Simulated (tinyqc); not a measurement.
Slater-Koster s-d bands of a bcc metal: one step. Levels and character. The numbers come from values chosen for the exercise (of the size met in W).

H(k) (eV):
```
               s         xy         yz         zx      x2-y2     3z2-r2
s       2.747242   1.355536   0.419375   0.049751          0          0
xy      1.355536  -0.963733   0.100491   0.847084          0   1.520209
yz      0.419375   0.100491  -0.387492   2.738008   0.407311  -0.235161
zx      0.049751   0.847084   2.738008   0.372959  -0.048320  -0.027897
x2-y2          0          0   0.407311  -0.048320   1.124314   0.575052
3z2-r2         0   1.520209  -0.235161  -0.027897   0.575052  -0.546029
```

Problem. Diagonalise H; t2g is xy, yz, zx and eg the other two.

Give: levels; weights.

Solution.

levels (eV): -3.0618  -2.4257  0.3634  1.3539  2.5090  3.6085

weights:
```
     band 1  band 2  band 3  band 4  band 5  band 6
s     0.022   0.015   0.076   0.013   0.321   0.554
t2g   0.925   0.627   0.315   0.042   0.664   0.427
eg    0.053   0.358   0.609   0.946   0.015   0.019
```

(tinyqc, `OMP_NUM_THREADS=1 python tinyqc.py 1450404 1450405 out.jsonl`, Intel(R) Xeon(R) Processor @ 2.30GHz, 1 thread, shared host, about 0.03 s.)
